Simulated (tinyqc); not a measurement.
Inside a calculation. Model: MOS inversion layer, Poisson-Schroedinger loop.

Numbers from tinyqc (`OMP_NUM_THREADS=1 python tinyqc.py 2160120 2160121 out.jsonl`; about 1 s on one thread of a shared Intel Xeon 2.30GHz). Printed values are rounded.

Electrons confined at an insulator interface at z = 0, treated as a hard wall; parabolic valleys, Hartree approximation, no image or exchange terms. The depletion charge lies far deeper than the electrons and gives a uniform field q Nd/(eps0 eps_r); the gate balances all charge. Energies are counted from the band edge at the interface.

Parameters, values chosen for the exercise; masses and permittivity close to those of silicon (100): temperature T = 300 K; relative permittivity eps_r = 11.6; mass along z of valley set A (2 valley(s)) mz1 = 0.927 m0; in-plane density-of-states mass of set A md1 = 0.192 m0; mass along z of valley set B (4 valley(s)) mz2 = 0.192 m0; in-plane density-of-states mass of set B md2 = 0.422 m0; sheet density of electrons Ns = 1.3e13 cm^-2; sheet density of depletion charge Nd = 1.7e12 cm^-2; extra shift of set B (strain) dE = 0 eV; mesh step hz = 0.67 nm; mixing factor a = 0.5.

Constants: q = 1.602176634e-19 C, kB = 1.380649e-23 J/K, hbar = 1.054571817e-34 J s, m0 = 9.1093837015e-31 kg, Vt = kB T/q, eps0 = 8.8541878128e-14 F/cm where lengths are in cm, hbar^2/(2 m0) = 0.0380998212 eV nm^2. Results are converted to the units shown.

## Fixed part of the potential

| node | z (nm) |
|---|---|
| 1 | 0.67 |
| 2 | 1.34 |
| 3 | 2.01 |
| 4 | 2.68 |
| 5 | 3.35 |
| 6 | 4.02 |
| 7 | 4.69 |
| 8 | 5.36 |
| 9 | 6.03 |
| 10 | 6.7 |
| 11 | 7.37 |
| 12 | 8.04 |
| 13 | 8.71 |
| 14 | 9.38 |
| 15 | 10.05 |
| 16 | 10.72 |

V0 = q Nd z/(eps0 eps_r) in eV.

| node | fixed potential V0 (eV) |
|---|---|
| 1 | 0.017768 |
| 2 | 0.035535 |
| 3 | 0.053303 |
| 4 | 0.071070 |
| 5 | 0.088838 |
| 6 | 0.106605 |
| 7 | 0.124373 |
| 8 | 0.142140 |
| 9 | 0.159908 |
| 10 | 0.177675 |
| 11 | 0.195443 |
| 12 | 0.213211 |
| 13 | 0.230978 |
| 14 | 0.248746 |
| 15 | 0.266513 |
| 16 | 0.284281 |

## Round 1: levels and probability densities

| node | self-consistent potential U at the start (eV) |
|---|---|
| 1 | 0 |
| 2 | 0 |
| 3 | 0 |
| 4 | 0 |
| 5 | 0 |
| 6 | 0 |
| 7 | 0 |
| 8 | 0 |
| 9 | 0 |
| 10 | 0 |
| 11 | 0 |
| 12 | 0 |
| 13 | 0 |
| 14 | 0 |
| 15 | 0 |
| 16 | 0 |

Tridiagonal Hamiltonian with psi = 0 one step beyond both ends: H_ii = C (1/m_(i-1/2) + 1/m_(i+1/2))/hz^2 + V0_i + U_i (+ dE for the set B), H_(i,i+1) = -C/(m_(i+1/2) hz^2), C = hbar^2/(2 m0). The lowest 2 level(s) of each valley set are kept, normalised to hz sum |psi|^2 = 1. The mass is the same on all intervals.

levels (eV): A1 0.070816, A2 0.122440, B1 0.120723, B2 0.210828

| node | \|psi\|^2 of A1 (1/nm) | \|psi\|^2 of A2 (1/nm) | \|psi\|^2 of B1 (1/nm) | \|psi\|^2 of B2 (1/nm) |
|---|---|---|---|---|
| 1 | 0.251319 | 0.221744 | 0.057246 | 0.056574 |
| 2 | 0.507191 | 0.162768 | 0.178759 | 0.138255 |
| 3 | 0.420685 | 0.002204 | 0.275475 | 0.128418 |
| 4 | 0.212491 | 0.213343 | 0.299063 | 0.047168 |
| 5 | 0.075413 | 0.381532 | 0.257506 | 0.000054 |
| 6 | 0.020254 | 0.298971 | 0.186133 | 0.041827 |
| 7 | 0.004310 | 0.145404 | 0.116714 | 0.135543 |
| 8 | 0.000750 | 0.050134 | 0.064850 | 0.211417 |
| 9 | 0.000109 | 0.013150 | 0.032407 | 0.230396 |
| 10 | 0.000014 | 0.002742 | 0.014723 | 0.197935 |
| 11 | 0.000001 | 0.000469 | 0.006129 | 0.141704 |
| 12 | 0.000000 | 0.000067 | 0.002350 | 0.086950 |
| 13 | 0.000000 | 0.000008 | 0.000830 | 0.046181 |
| 14 | 0.000000 | 0.000001 | 0.000266 | 0.020944 |
| 15 | 0.000000 | 0.000000 | 0.000073 | 0.007561 |
| 16 | 0.000000 | 0.000000 | 0.000013 | 0.001611 |

## Round 1: Fermi level and occupations

Level k holds N_k = D_k Vt ln(1 + exp((EF - E_k)/Vt)) with D = 2 md1 m0 q/(pi hbar^2) for the set A, D = 4 md2 m0 q/(pi hbar^2) for the set B per eV (spin included); EF is fixed by sum N_k = Ns.

EF = 0.0965933 eV
N_k (cm^-2): A1 5.43724e12, A2 1.29930e12, B1 6.04513e12, B2 2.18325e11

## Round 1: density, output potential and mixing

n_i = sum_k N_k |psi_k|^2 (converted to cm^-3). Hartree part by Gauss: on the interval before node i the electrons still beyond are S_i = Ns - hz sum_(j<i) n_j, and U_i = U_(i-1) + q S_i hz/(eps0 eps_r) in eV, U_0 = 0 at the interface. Mixing: U(new) = U + a (U(out) - U).

| node | n (1e19 cm^-3) | U(out) (eV) | U after round 1 (eV) |
|---|---|---|---|
| 1 | 2.01301 | 0.135869 | 0.067935 |
| 2 | 4.08001 | 0.257643 | 0.128821 |
| 3 | 3.98355 | 0.350846 | 0.175423 |
| 4 | 3.25074 | 0.416154 | 0.208077 |
| 5 | 2.46243 | 0.458699 | 0.229350 |
| 6 | 1.63291 | 0.484001 | 0.242000 |
| 7 | 0.94750 | 0.497868 | 0.248934 |
| 8 | 0.50740 | 0.505101 | 0.252550 |
| 9 | 0.26388 | 0.508780 | 0.254390 |
| 10 | 0.13585 | 0.510611 | 0.255306 |
| 11 | 0.06861 | 0.511492 | 0.255746 |
| 12 | 0.03328 | 0.511891 | 0.255946 |
| 13 | 0.01511 | 0.512058 | 0.256029 |
| 14 | 0.00618 | 0.512119 | 0.256060 |
| 15 | 0.00209 | 0.512137 | 0.256068 |
| 16 | 0.00043 | 0.512140 | 0.256070 |

## Round 2: levels and probability densities

As before.

levels (eV): A1 0.192381, A2 0.303005, B1 0.305772, B2 0.437826

| node | \|psi\|^2 of A1 (1/nm) | \|psi\|^2 of A2 (1/nm) | \|psi\|^2 of B1 (1/nm) | \|psi\|^2 of B2 (1/nm) |
|---|---|---|---|---|
| 1 | 0.787087 | 0.366168 | 0.168090 | 0.086769 |
| 2 | 0.548574 | 0.051055 | 0.379294 | 0.125663 |
| 3 | 0.135006 | 0.511019 | 0.390285 | 0.038069 |
| 4 | 0.019618 | 0.389133 | 0.275312 | 0.003199 |
| 5 | 0.002064 | 0.137052 | 0.154506 | 0.082901 |
| 6 | 0.000175 | 0.031682 | 0.074248 | 0.194806 |
| 7 | 0.000013 | 0.005540 | 0.031790 | 0.255761 |
| 8 | 0.000001 | 0.000785 | 0.012399 | 0.246289 |
| 9 | 0.000000 | 0.000094 | 0.004463 | 0.192190 |
| 10 | 0.000000 | 0.000010 | 0.001494 | 0.127579 |
| 11 | 0.000000 | 0.000001 | 0.000468 | 0.074013 |
| 12 | 0.000000 | 0.000000 | 0.000138 | 0.038083 |
| 13 | 0.000000 | 0.000000 | 0.000038 | 0.017444 |
| 14 | 0.000000 | 0.000000 | 0.000010 | 0.007005 |
| 15 | 0.000000 | 0.000000 | 0.000002 | 0.002304 |
| 16 | 0.000000 | 0.000000 | 0.000000 | 0.000463 |

## Round 2: Fermi level and occupations

As before.

EF = 0.253389 eV
N_k (cm^-2): A1 1.01604e13, A2 5.67726e11, B1 2.25735e12, B2 1.45271e10

## Round 2: density, output potential and mixing

As before.

| node | n (1e19 cm^-3) | U(out) (eV) | U after round 2 (eV) |
|---|---|---|---|
| 1 | 8.58570 | 0.135869 | 0.101902 |
| 2 | 6.46074 | 0.211618 | 0.170219 |
| 3 | 2.54340 | 0.242124 | 0.208774 |
| 4 | 1.04177 | 0.254821 | 0.231449 |
| 5 | 0.44875 | 0.260222 | 0.244786 |
| 6 | 0.19019 | 0.262481 | 0.252241 |
| 7 | 0.07875 | 0.263409 | 0.256171 |
| 8 | 0.03202 | 0.263785 | 0.258167 |
| 9 | 0.01292 | 0.263936 | 0.259163 |
| 10 | 0.00523 | 0.263998 | 0.259652 |
| 11 | 0.00213 | 0.264022 | 0.259884 |
| 12 | 0.00086 | 0.264032 | 0.259989 |
| 13 | 0.00034 | 0.264035 | 0.260032 |
| 14 | 0.00012 | 0.264036 | 0.260048 |
| 15 | 0.00004 | 0.264037 | 0.260053 |
| 16 | 0.00001 | 0.264037 | 0.260053 |

## Course of the self-consistent loop

Start from U = 0. Stop when the largest |U(out) - U| is below 1e-7 eV, or after 120 rounds.

Course of the iteration:

| round | level A1 (eV) | EF (eV) | largest \|U(out) - U\| (eV) |
|---|---|---|---|
| 1 | 0.0708156 | 0.0965933 | 0.512 |
| 2 | 0.192381 | 0.253389 | 0.0828 |
| 3 | 0.228780 | 0.286450 | 0.0429 |
| 4 | 0.247562 | 0.304703 | 0.0207 |
| 5 | 0.256816 | 0.313864 | 9.93e-3 |
| 6 | 0.261350 | 0.318365 | 4.80e-3 |
| 7 | 0.263582 | 0.320585 | 2.34e-3 |
| 8 | 0.264686 | 0.321683 | 1.15e-3 |
| 9 | 0.265232 | 0.322228 | 5.64e-4 |
| ... | ... | ... | ... |
| 14 | 0.265756 | 0.322751 | 1.70e-5 |
| 15 | 0.265765 | 0.322759 | 8.45e-6 |
| 16 | 0.265769 | 0.322764 | 4.21e-6 |
| 17 | 0.265771 | 0.322766 | 2.10e-6 |
| 18 | 0.265772 | 0.322767 | 1.05e-6 |
| 19 | 0.265773 | 0.322767 | 5.24e-7 |
| 20 | 0.265773 | 0.322767 | 2.62e-7 |
| 21 | 0.265773 | 0.322768 | 1.31e-7 |
| 22 | 0.265773 | 0.322768 | 6.53e-8 |

Converged in 22 rounds. Towards the end the residual shrinks by a factor of about 0.50 a round.

## Converged levels, occupations and centroid

| node | converged U (eV) |
|---|---|
| 1 | 0.135869 |
| 2 | 0.211678 |
| 3 | 0.247685 |
| 4 | 0.266263 |
| 5 | 0.275791 |
| 6 | 0.280467 |
| 7 | 0.282699 |
| 8 | 0.283751 |
| 9 | 0.284242 |
| 10 | 0.284468 |
| 11 | 0.284569 |
| 12 | 0.284612 |
| 13 | 0.284629 |
| 14 | 0.284635 |
| 15 | 0.284637 |
| 16 | 0.284637 |

Solve for the levels with V0 + U, find EF, n_i = sum_k N_k |psi_k|^2 (in cm^-3); share of each level N_k/Ns; centroid sum n z/sum n.

levels (eV): A1 0.265773, A2 0.366125, B1 0.370527, B2 0.478152
EF = 0.322768 eV
shares (%): A1 73.6637, A2 5.4660, B1 20.5267, B2 0.3435

| node | n (1e19 cm^-3) |
|---|---|
| 1 | 8.57710 |
| 2 | 5.68377 |
| 3 | 2.48912 |
| 4 | 1.29228 |
| 5 | 0.69301 |
| 6 | 0.34902 |
| 7 | 0.16846 |
| 8 | 0.08007 |
| 9 | 0.03790 |
| 10 | 0.01784 |
| 11 | 0.00828 |
| 12 | 0.00372 |
| 13 | 0.00158 |
| 14 | 0.00061 |
| 15 | 0.00020 |
| 16 | 0.00004 |

centroid = 1.40360 nm

An 800-node mesh to 18 nm with 8 levels a set gives A1 = 0.2682 eV, EF = 0.3263 eV and a centroid of 1.437 nm; the levels kept above hold 99.4 % of the electrons there. The coarse centroid is 2.3 % below the fine one.

## Closed-form estimates

Triangular well: E_k = a_k (C F^2/mz)^(1/3), a_1 = 2.338107, a_2 = 4.087949, C = hbar^2/(2 m0), F in eV/nm. Fang-Howard (all electrons in the lowest level of set A): b^3 = 6 (mz1/C) q (Nd + 11 Ns/32)/(eps0 eps_r), centroid 3/b, level C b^2/(4 mz1) + (3/b) q (Nd + 11 Ns/16)/(eps0 eps_r). Use F = q (Nd + Ns)/(eps0 eps_r), the surface field, and F = q (Nd + Ns/2)/(eps0 eps_r).

A1 with the surface field = 0.302292 eV
A1 with Nd + Ns/2 = 0.204844 eV
A2 with Nd + Ns/2 = 0.358150 eV
b = 2.41288 1/nm
Fang-Howard centroid = 1.24333 nm
Fang-Howard level = 0.266135 eV

Against the self-consistent A1 = 0.2682 eV on a fine mesh, the surface-field estimate is 13 % above it, the half-charge one 24 % below it and Fang-Howard 0.76 % below it. A1 holds 74.9 % of the electrons, and the Fang-Howard centroid is 13 % below the full one.
